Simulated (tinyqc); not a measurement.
MOS capacitor on a p-type substrate, surface potential from the exact charge relation: two steps of the calculation.

Uniform p-type substrate, Boltzmann statistics, full ionisation, classical densities. psi is the surface potential against the body (positive when the bands bend down) and u = psi/Vt. Traps are spread evenly over the gap and neutral at flat band, so their charge is -q Dit psi; the minority quasi-Fermi level is shifted by Vb.

Inputs (values chosen for the exercise); band and dielectric values close to those of silicon:
```
symbol,value,unit,meaning
T,350,K,temperature
Eg,1.14,eV,band gap
eps_r,11.6,,relative permittivity
Nc,3.47e19,cm^-3,conduction-band density of states at T
Nv,3.38e19,cm^-3,valence-band density of states at T
N,1.1e16,cm^-3,acceptor density of the substrate
eox,21.4,,relative permittivity of the gate insulator (close to hafnium oxide)
tox,17,nm,insulator thickness
Nf,-2.7e11,cm^-2,"fixed charge at the interface, in units of q"
Dit,0,cm^-2 eV^-1,density of interface traps
Vb,0,V,reverse bias of the inversion layer against the body
Vg,0.79,V,gate voltage against the body
```

Constants: q = 1.602176634e-19 C, kB = 1.380649e-23 J/K, Vt = kB T/q, eps0 = 8.8541878128e-14 F/cm where lengths are in cm. Results are converted to the units shown.

Task 1. Newton step for the surface potential. u = psi/Vt; F^2 = exp(-u) + u - 1 + r (exp(u) - u - 1); Qs = -sign(u) Q0 F; Cs = -dQs/dpsi = (Q0/Vt) |1 - exp(-u) + r (exp(u) - 1)|/(2 F). f = Vfb + psi + (q Dit psi - Qs)/Cox - Vg, f' = 1 + (Cs + q Dit)/Cox, psi(new) = psi - f/f'.

psi after iteration 1 = 0.78158844 V
Cox = 1.1145860 uF/cm^2
Vfb = -0.11898866 V
Q0 = 10.449376 nC/cm^2
r = 3.7254890e-10

Wanted: u; F; Qs; Cs; f; f'; psi after iteration 2.

Result 1.

u = 25.914
F = 9.5831
Qs = -100.14 nC/cm^2
Cs = 1.2278 uF/cm^2
f = -0.037558 V
f' = 2.1016
psi after iteration 2 = 0.79946 V

Task 2. Charges, field and capacitances at the solution. ni = sqrt(Nc Nv) exp(-Eg/(2 Vt)), Eg in volts; phiF = Vt ln(N/ni); Cox = eps0 eox/tox; Vfb = phiM - chi - (Eg - Vt ln(Nv/N)) - q Nf/Cox; Q0 = sqrt(2 eps0 eps_r q N Vt); r = (ni/N)^2 exp(-Vb/Vt); VT = Vfb + [(2 phiF + Vb)(1 + q Dit/Cox) + sqrt(2 eps0 eps_r q N (2 phiF + Vb))/Cox].

Low frequency: 1/C_LF = 1/Cox + 1/(Cs + q Dit). High frequency, in the simple estimate in which traps and minority carriers do not follow: 1/C_HF = 1/Cox + 1/Cd, Cd being Cs with r = 0 at the same psi. Minority sheet density N_inv = (Q0/(2 q)) int_0^u r (exp(t) - 1)/F(t) dt for u > 0. Oxide field |Qs - q Dit psi + q Nf|/(eps0 eox).

converged psi = 0.79790313 V

Find: Qs; N_inv; oxide field; Cs; C_LF/Cox; C_HF/Cox.

Result 2.

Qs = -123.8 nC/cm^2
N_inv = 4.509e11 cm^-2
oxide field = 0.08817 MV/cm
Cs = 1.695 uF/cm^2
C_LF/Cox = 0.6033
C_HF/Cox = 0.02988

The surface is in strong inversion (borders at |psi| = 0, phiF + Vb and 2 phiF + Vb = 0.655 V). Minority carriers make up 58.3 % of Qs.

Numbers from tinyqc (`OMP_NUM_THREADS=1 python tinyqc.py 2060165 2060166 out.jsonl`; about 0.01 s on one thread of a shared Intel Xeon 2.30GHz).
